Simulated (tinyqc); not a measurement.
# Changing the z J_AB

Model: two-sublattice mean-field magnet: ferrimagnet, compensation points and susceptibility. Computed by tinyqc, a small Python program. Command: `OMP_NUM_THREADS=1 python tinyqc.py 3014363 3014364 out.jsonl ferri sweep`. One thread of a shared host (Intel(R) Xeon(R) Processor @ 2.30GHz), about 0.04 s of CPU time with the checks.

A random alloy A(1-x)B(x) with H = -sum over pairs J S_i.S_j. a = <S_A> and b = <S_B> are taken along z, a > 0. Exchange fields: h_A = (1 - x) zJ_AA a + x zJ_AB b, h_B = (1 - x) zJ_AB a + x zJ_BB b; a = S_A B_(S_A)(S_A h_A/(k_B T)) and likewise for b, with the Brillouin function B_S(y) = [(2S + 1)/(2S)] coth[(2S + 1) y/(2S)] - [1/(2S)] coth[y/(2S)].

Inputs (values chosen for the exercise, for a model ferrimagnet):
```
quantity                 value  unit
spin S_A                     1     -
spin S_B                   1.5     -
g factor g_A               2.1     -
g factor g_B                 2     -
fraction x of B sites     0.39     -
z J_AA                     113   meV
z J_BB                     3.9   meV
T over T_c                0.51     -
largest number of steps   3000     -
```

Constants: k_B = 8.617333262e-05 eV/K.

Method:
- Linearised, T (a, b) = M (a, b) with M_ij = S_i (S_i + 1) c_j zJ_ij/(3 k_B), c_A = 1 - x, c_B = x. T_c is the larger eigenvalue, and its eigenvector gives b/a at onset, (T_c - M_AA)/M_AB.
- Repeat from a = S_A, b = -S_B until a and b change by less than 1e-10.
- Net moment m = (1 - x) g_A a + x g_B b in mu_B per site; net spin s = (1 - x) a + x b. At T = 0, a = S_A and b = -S_B. Effective g = m/s.
- T_M: m = 0; T_A: s = 0; searched between 0.02 and 0.97 T_c, and given as 0 if there is no change of sign.

One run for each value:
```
z J_AB (meV)  T_c (K)        b  net moment m (mu_B)  magnetic compensation T_M (K)
-110.0         900.86  -1.2699               0.2258                              0
-98.0          844.88  -1.2483               0.2440                              0
-82.0          772.48  -1.2079               0.2769                              0
-67.0          707.99  -1.1503               0.3221                              0
-52.0          648.50  -1.0587               0.3921                              0
-36.0          593.78  -0.8907               0.5182                              0
-21.0          555.34  -0.6166               0.7231                              0
-5.7           534.96  -0.1863               1.0494                              0
```

What does the table show?

Over the rows, T_c (K) falls from 901 to 535; b rises from -1.27 to -0.186; net moment m (mu_B) rises from 0.226 to 1.05.

Extremes, crossings and ranges named in words are read from the listed rows.
